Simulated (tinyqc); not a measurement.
From results back to parameters: band edges of strained Si(1-x)Ge(x) on relaxed Si(1-y)Ge(y). Three cases, with inputs chosen for the exercise.

Problem. A layer on a (001) buffer has its Delta valleys split into the four in the plane and the two along z: E(Delta4) - E(Delta2) = XuD (e_par - e_perp), e_perp = -2 (C12/C11) e_par, e_par = (a(y) - a(x))/a(x). The splitting is given; find the strain and the Ge fraction y of the buffer.

Values are linear in the Ge fraction but for ED(x) = linear - CD x (1 - x) and a(x) = linear - Ca x (1 - x). Energies are on the common scale of Ev.

Find: e_par; a(y); y.

Method. e_par = splitting/(XuD (1 + 2 C12/C11)) with the values at x; a(y) = a(x)(1 + e_par); a(y) rises steadily with y, so one root lies in the range.

Case 1.

Values chosen (end members near Si and Ge, in this order; the results hold for these values, not for the real material):
- a = (5.429, 5.658) angstrom (lattice constant)
- Ca = 0.024 angstrom (bowing of the lattice constant)
- XuD = (9.07, 9.55) eV (uniaxial potential, Delta)
- C11 = (167.7, 127.7) GPa
- C12 = (63.4, 48.4) GPa
- x = 0 (Ge fraction of the layer)

E(Delta4) - E(Delta2) = 0.173924 eV

Solution.

e_par = 0.01092
a(y) = 5.4883 angstrom
y = 0.280

Case 2.

Values chosen (end members near Si and Ge, in this order; the results hold for these values, not for the real material):
- a = (5.428, 5.65) angstrom (lattice constant)
- Ca = 0.028 angstrom (bowing of the lattice constant)
- XuD = (9.14, 9.33) eV (uniaxial potential, Delta)
- C11 = (164.9, 126.9) GPa
- C12 = (64.6, 48.7) GPa
- x = 0 (Ge fraction of the layer)

E(Delta4) - E(Delta2) = 0.150910 eV

Solution.

e_par = 0.00926
a(y) = 5.4783 angstrom
y = 0.250

Case 3.

Values chosen (end members near Si and Ge, in this order; the results hold for these values, not for the real material):
- a = (5.437, 5.665) angstrom (lattice constant)
- Ca = 0 angstrom (bowing of the lattice constant)
- XuD = (9.48, 9.05) eV (uniaxial potential, Delta)
- C11 = (165.3, 128.4) GPa
- C12 = (63.3, 47.8) GPa
- x = 0 (Ge fraction of the layer)

E(Delta4) - E(Delta2) = 0.266765 eV

Solution.

e_par = 0.01594
a(y) = 5.5236 angstrom
y = 0.380

Computed by tinyqc, one run a case: `OMP_NUM_THREADS=1 python tinyqc.py N N+1 out.jsonl` with N = 1080643, 1080646, 1080695; one thread of a shared Intel(R) Xeon(R) Processor @ 2.30GHz, about 0.02 s a run at most.
